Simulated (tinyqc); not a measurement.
## Zero-field depth and permittivity from two fields

Question. The apparent depth of a Coulomb trap is Et - sqrt(q F/(pi eps0 eps_r)). Find Et and eps_r.

Constants: q = 1.602176634e-19 C, eps0 = 8.8541878128e-14 F/cm where lengths are in cm. Results are converted to the units shown.

apparent depth at F = 2.6 and 11 kV/cm (eV): [0.22752963, 0.21434990]

Answer. The depth is linear in sqrt(F): the intercept is Et and the slope -sqrt(q/(pi eps0 eps_r)).

Et = 0.240 eV
eps_r = 9.63

Computed by the program tinyqc: `OMP_NUM_THREADS=1 python tinyqc.py 2050128 2050129 out.jsonl`, one thread of a shared Intel Xeon 2.30GHz, about 0.01 s for the whole run.
